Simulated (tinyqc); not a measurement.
Two-band model of a narrow-gap semiconductor with electrons and holes: one step, computed by the program tinyqc. Command: `OMP_NUM_THREADS=1 python tinyqc.py 3031631 3031632 out.jsonl bipolar walk`. One thread of a shared host (Intel(R) Xeon(R) Processor @ 2.30GHz), about 0.05 s of CPU time with the checks.

Two parabolic bands with acoustic scattering (r = -1/2, a = 0), a gap that does not change with T, and fully ionised dopants. Melting is ignored, so values above the melting point are formal, and kappa_L does not change with T. eta_n = (E_F - E_c)/(k_B T), eta_p = -eta_n - E_g/(k_B T).

Question. Both bands together. Both bands together (these totals replace the one-band zT): sigma = sigma_n + sigma_p; S = (sigma_p |S_p| - sigma_n |S_n|)/sigma; kappa_bip = (sigma_n sigma_p/sigma)(|S_n| + |S_p|)^2 T; kappa_e = (L_n sigma_n + L_p sigma_p) T; zT = S^2 sigma T/(kappa_L + kappa_e + kappa_bip); weak-field R_H = (r_p sigma_p^2/p - r_n sigma_n^2/n)/(e sigma^2), where the Hall factors r_n and r_p are <x^(3/2)> <x^(1/2)>/<s>^2.

Inputs (values chosen for the exercise, for a model material): lattice thermal conductivity kappa_L = 0.57 W/(m K); temperature T = 270 K.

Doping: n-type.

Partial coefficients:
```
band       sigma (S/cm)  |S| (microvolt/K)  L (1e-8 V^2/K^2)  density (1/cm^3)  Hall factor
electrons      21.76017           303.9031          1.525502      4.300001e+17     1.163220
holes      4.623781e-06           1717.050          1.485169      7.279043e+10     1.178097
```

Constants: e = 1.602176634e-19 C.

Give: conductivity sigma; Seebeck coefficient S; bipolar thermal conductivity; kappa_e; zT; Hall coefficient R_H.

Answer.

conductivity sigma = 21.76 S/cm

Seebeck coefficient S = -303.9 microvolt/K

bipolar thermal conductivity = 5.099e-07 W/(m K)

kappa_e = 0.008963 W/(m K)

zT = 0.09372

Hall coefficient R_H = -16.88 cm^3/C

The minority band lowers |S| by less than the digits shown, at 304 microvolt/K, and bipolar flow adds 8.8e-05 % of the thermal conductivity.
